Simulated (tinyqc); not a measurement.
Inside a calculation. Method: RKS/LDA (PW92) in the sto-6g basis, for H3+, spin multiplicity 1. One step of it, computed by the program tinyqc.

Task: Iteration 2: DIIS coefficients. Solve [B -1; -1 0][c; lambda] = [0; -1] for the coefficients, which sum to one.

B (overlaps of the stored error matrices):
```
                1               2
1   1.6473891e-01  -3.2969885e-02
2  -3.2969885e-02   6.6112861e-03
```

Give: DIIS coefficients.

Result:

DIIS coefficients: 0.1668  0.8332
